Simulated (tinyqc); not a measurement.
Worked calculation: linear model of a band gap against the share of exact exchange. Values are carried at full precision from step to step, so a last printed digit may differ when a step is redone from the rounded ones.

E(alpha) = E0 + S alpha. A wider gap screens less, modelled in the Penn form eps(alpha) = 1 + (e0 - 1)(EP/(EP + S alpha))^2 with a scale EP chosen for the exercise. A dielectric-dependent hybrid takes alpha = 1/eps.

Inputs chosen for the exercise (of the order of those of SiO2; not measured data):
```
symbol   value  unit  meaning
E0       5.67   eV    gap of the semi-local functional
S        9.8    eV    slope dE/d(alpha)
e0       2.48         optical dielectric constant at alpha = 0
EP       28     eV    energy scale of the screening
Et       9.05   eV    target gap
a_start  0.25         starting alpha
fv       0.69         share of the opening taken by the valence edge
Ed       4.2    eV    defect level above the semi-local valence top
cd       0            shift of the level per unit opening, on the scale of the mean potential
```

## Fixed shares

Gap, error against the target and eps for alpha = 0, 0.25 and 1/e0; and the alpha that meets the target, (Et - E0)/S.

Results:
```
alpha   E (eV)  E - Et (eV)    eps
0.0000   5.670       -3.380  2.480
0.2500   8.120       -0.930  2.251
0.4032   9.622        0.572  2.137
```

alpha for the target = 0.3449

A quarter of exact exchange falls short of the target by 0.93 eV: the material needs 0.345, and 1/e0 = 0.403 lies closer to it than 0.25 does.

## Self-consistent share

Iterate alpha -> 1/eps(alpha) seven times from a_start. The fixed point solves alpha eps(alpha) = 1; the contraction factor there is 2 (eps - 1) S/((EP + S alpha) eps^2).

Iterates:
```
step    alpha     eps   E (eV)
0     0.25000  2.2514   8.1200
1     0.44416  2.1085  10.0228
2     0.47426  2.0886  10.3178
3     0.47879  2.0857  10.3621
4     0.47947  2.0852  10.3688
5     0.47957  2.0851  10.3698
6     0.47958  2.0851  10.3699
7     0.47958  2.0851  10.3699
```

fixed point = 0.47959
contraction factor = 0.1496

The factor is positive, so the iterates approach from one side, the error shrinking to 0.15 of itself each step; the gap is within 0.01 eV of its limit from step 3. Self-consistency moves the gap by +0.748 eV against the one-shot choice 1/e0, since a wider gap screens less.

## Band edges and a deep level

The opening c = S alpha lowers the valence top by fv c and raises the conduction edge by (1 - fv) c, both against the mean potential; the level moves by cd c. Use the fixed point. Compare with stretching the level in proportion to the gap and with pinning it to either edge.

opening c = 4.700 eV

shifts of the valence and conduction edges (eV): -3.243  1.457

level above the valence top = 7.443 eV
level below the conduction edge = 2.927 eV

level above the valence top: stretched, tied to the valence edge, tied to the conduction edge (eV): 7.681  4.200  8.900

The three recipes err by +0.24, -3.24 and +1.46 eV against alignment through the mean potential. A localised level with cd = 0 stays put while the edges move away from it.

## Checks

- Fixed point by bisection against 60 substitutions: both 0.47959.

Computed by tinyqc, a small Python program: `OMP_NUM_THREADS=1 python tinyqc.py 1850142 1850143 out.jsonl` (the numbers bound the seed that draws the inputs); one thread of a shared host (Intel(R) Xeon(R) Processor @ 2.30GHz), about 0.01 s for the whole set of steps.
